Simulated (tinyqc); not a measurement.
# Stability and critical current from long pulses

Question. For long pulses a magnetic tunnel junction switches at I = Ic0 [1 - ln(tp/t0)/Delta]. Find Ic0 and Delta.

Values chosen for this exercise: attempt time t0 = 1 ns.

switching current for pulses of 0.0001 and 0.01 s (uA): [47.875170, 45.136582]

Solution. I is linear in ln tp: it equals Ic0 at tp = t0, and the slope is -Ic0/Delta.

Ic0 = 54.7 uA
Delta = 92.0

tinyqc, about 0.01 s, one thread, Intel Xeon 2.30GHz (shared host): `OMP_NUM_THREADS=1 python tinyqc.py 2450140 2450141 out.jsonl`
